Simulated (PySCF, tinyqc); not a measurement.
RHF in the 3-21g basis, for H3-, spin multiplicity 1, step by step. The basis has no diffuse functions, so it cannot describe the extra electron: this is an exercise in the method, not the real anion. The lowest restricted solution is unstable here: a spin-polarised one lies 0.0336 hartree lower (PySCF). One step of it, computed by the program tinyqc.

Problem. Orthogonalisation. S = U s U^T; symmetric (Loewdin) form X = U s^(-1/2) U^T, so that X^T S X = 1.

overlap S:
```
          1H 1s     1H 2s     2H 1s     2H 2s     3H 1s     3H 2s
1H 1s  1.000000  0.645899  0.141569  0.333257  0.101003  0.295587
1H 2s  0.645899  1.000000  0.333257  0.669758  0.295587  0.622793
2H 1s  0.141569  0.333257  1.000000  0.645899  0.061530  0.247538
2H 2s  0.333257  0.669758  0.645899  1.000000  0.247538  0.559293
3H 1s  0.101003  0.295587  0.061530  0.247538  1.000000  0.645899
3H 2s  0.295587  0.622793  0.247538  0.559293  0.645899  1.000000
```

Give: eigenvalues of S; X.

Solution.

eigenvalues of S: 0.1807  0.2216  0.3846  0.9891  1.1688  3.0552

X:
```
         1H 1s    1H 2s    2H 1s    2H 2s    3H 1s    3H 2s
1H 1s   1.2463  -0.5045   0.0123   0.0107   0.0262   0.0141
1H 2s  -0.5045   1.6901   0.0016  -0.4464   0.0009  -0.3735
2H 1s   0.0123   0.0016   1.2455  -0.4966   0.0335   0.0172
2H 2s   0.0107  -0.4464  -0.4966   1.6117   0.0128  -0.2704
3H 1s   0.0262   0.0009   0.0335   0.0128   1.2454  -0.4942
3H 2s   0.0141  -0.3735   0.0172  -0.2704  -0.4942   1.5529
```
